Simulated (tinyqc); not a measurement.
What each parameter does: hydrogenic donor in a hard-walled well (variational).

Trial function cos(pi z/L) exp(-r/lam), r measured from the donor at zi, walls at +/- L/2, one eps everywhere. Counted from the lowest subband, E(lam) = c/(m lam^2) - (q/eps) I0/I1, with I0 the integral of cos^2(pi z/L) exp(-2|z - zi|/lam) over the well and I1 the same with the factor (|z - zi| + lam/2); c = hbar^2/2m0, q = e^2/(4 pi eps0). The binding energy is -E at the minimum.

Constants: hbar^2/2m0 = 3.80998211 eV angstrom^2; e^2/(4 pi eps0) = 14.39964547 eV angstrom; Ry = 13.60569312 eV.

Values chosen for the exercise (near those of InP; not measured data): m = 0.082 m0 (mass); eps = 12.9 (dielectric constant); L = 73 angstrom (well width); zi = 0 angstrom (position of the donor from the centre).

The minimum over lam; Ry* = Ry m/eps^2.

One parameter was then changed.

Results before and after:
```
case     binding (meV)  lam (angstrom)  binding/Ry*
base             15.74            65.5        2.348
changed          13.38            70.6        2.419
```

Which of these changes was made? (a) m = 0.07 m0; (b) zi = 15 angstrom; (c) L = 95 angstrom; (d) eps = 14.2.
Answer: (d) eps = 14.2. Of the candidates, run in turn, only this one gives the changed row.

All candidates:
```
case              binding (meV)  lam (angstrom)  binding/Ry*
base                      15.74            65.5        2.348
m = 0.07 m0               14.10            74.1        2.464
eps = 14.2                13.38            70.6        2.419
L = 95 angstrom           14.45            69.6        2.156
zi = 15 angstrom          13.60            72.6        2.029
```

Computed by tinyqc, a small Python program: `OMP_NUM_THREADS=1 python tinyqc.py 1282761 1282762 out.jsonl` (the numbers bound the seed that draws the inputs); one thread of a shared host (Intel(R) Xeon(R) Processor @ 2.30GHz), about 0.01 s for the whole set of steps.
